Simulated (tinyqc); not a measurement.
# Metal-interlayer-semiconductor contact, depinning against tunnelling resistance, step by step

Computed by the program tinyqc: `OMP_NUM_THREADS=1 python tinyqc.py 2270002 2270003 out.jsonl`, one thread of a shared Intel Xeon 2.30GHz, about 0.03 s for the whole run. Printed values are rounded.

Zero bias, n-type semiconductor. Gap states at the semiconductor surface thin out as exp(-be ti), which unpins the barrier; electrons must then cross the interlayer (a rectangular barrier, no voltage drop across it) and the parabolic depleted layer, both by WKB. Energies E are counted from the Fermi level; no image force, parabolic bands.

Values chosen for this exercise; semiconductor values close to those of silicon; interlayer mass of the order of that in hafnium oxide, offset chosen freely: temperature T = 250 K; band gap Eg = 1.1 eV; relative permittivity eps_r = 11.6; electron affinity chi = 3.93 eV; conduction-band density of states at T Nc = 2.13e19 cm^-3; tunnelling mass in the semiconductor mt = 0.187 m0; Richardson mass mA = 2.02 m0; donor density Nd = 1.1e19 cm^-3; charge-neutrality level above the valence band E0 = 0.37 eV; pinning factor without interlayer S0 = 0.27; metal work function phiM = 4.37 eV; interlayer thickness ti = 0.9 nm; conduction-band offset of the interlayer above the semiconductor dE = 1.56 eV; tunnelling mass in the interlayer mi = 0.19 m0; decay constant of gap states through the interlayer be = 5.3 1/nm.

Constants: q = 1.602176634e-19 C, kB = 1.380649e-23 J/K, eps0 = 8.8541878128e-12 F/m, hbar = 1.054571817e-34 J s, h = 6.62607015e-34 J s, m0 = 9.1093837015e-31 kg, Vt = kB T/q, hbar^2/(2 m0) = 0.0380998212 eV nm^2. Results are converted to the units shown.

## Pinning, barrier and scales

S = 1/(1 + (1/S0 - 1) exp(-be ti)); phiB = S (phiM - chi) + (1 - S)(Eg - E0); xi = Ec - EF deep inside, from Nd = Nc F(-xi/Vt), F(x) = (2/sqrt(pi)) int_0^infinity sqrt(u) du/(1 + exp(u - x)); band bending U = phiB - xi; E00 = (hbar/2) sqrt(Nd/(eps0 eps_r mt m0)) in volts; A = 4 pi q mA m0 kB^2/h^3.

S = 0.9775855
phiB = 0.4465002 eV
xi = 0.01033058 eV
U = 0.4361696 eV
E00 = 0.04180939 eV
A = 242.7499 A/(cm^2 K^2)

The interlayer moves the barrier from 0.652 eV to 0.447 eV; the unpinned limit is phiM - chi = 0.440 eV. E00/Vt = 1.94: by the usual rule of thumb (0.5 to 5) thermionic-field emission.

## Exponents and integrand on an energy grid

| point | E (eV) |
|---|---|
| 0 | 0.02 |
| 1 | 0.04615 |
| 2 | 0.07231 |
| 3 | 0.09846 |
| 4 | 0.12462 |
| 5 | 0.15077 |
| 6 | 0.17692 |
| 7 | 0.20308 |
| 8 | 0.22923 |
| 9 | 0.25538 |
| 10 | 0.28154 |
| 11 | 0.30769 |
| 12 | 0.33385 |
| 13 | 0.36 |

With U = phiB - xi: for xi < E < phiB, y = (E - xi)/U and G1 = (U/E00) [sqrt(1 - y) - y ln((1 + sqrt(1 - y))/sqrt(y))], G1 = 0 above phiB; G2 = 2 ti sqrt(mi max(phiB + dE - E, 0)/C), C = hbar^2/(2 m0); f = 1/(1 + exp(E/Vt)); integrand exp(-G1 - G2) f.

| point | G1 | G2 | f | integrand (1e-8) |
|---|---|---|---|---|
| 0 | 9.716568 | 5.665420 | 0.2832573 | 5.913821 |
| 1 | 8.348393 | 5.628008 | 0.1050629 | 8.944903 |
| 2 | 7.244630 | 5.590330 | 0.03368326 | 8.979703 |
| 3 | 6.288008 | 5.552411 | 0.01024849 | 7.386376 |
| 4 | 5.436376 | 5.514217 | 0.003065054 | 5.378441 |
| 5 | 4.669027 | 5.475771 | 9.124606e-4 | 3.584135 |
| 6 | 3.972748 | 5.437053 | 2.712264e-4 | 2.221813 |
| 7 | 3.338895 | 5.398043 | 8.054756e-5 | 1.293150 |
| 8 | 2.762236 | 5.358763 | 2.392854e-5 | 0.711232 |
| 9 | 2.238621 | 5.319194 | 7.108250e-6 | 0.371061 |
| 10 | 1.765343 | 5.279313 | 2.110583e-6 | 0.184055 |
| 11 | 1.341378 | 5.239143 | 6.269636e-7 | 0.086968 |
| 12 | 0.966134 | 5.198648 | 1.861573e-7 | 0.039134 |
| 13 | 0.640928 | 5.157850 | 5.529927e-8 | 0.016763 |

## Contact resistivity

1/rho_c = (A T^2/Vt^2) I, with I the trapezoid sum of the integrand over the grid.

I = 1.102299e-8 eV
rho_c = 0.0027752 ohm cm^2

A fine grid from xi upwards gives rho_c = 0.002635 ohm cm^2; the coarse value is 5.3 % above it. The integrand peaks at E = 0.059 eV, and 0.0013 % of the current flows above phiB. Tunnelling through the interlayer costs a factor of 261 at this barrier height; the bare contact (ti = 0) has rho_c = 8.92e-4 ohm cm^2, so with the interlayer rho_c is 2.95 times that.
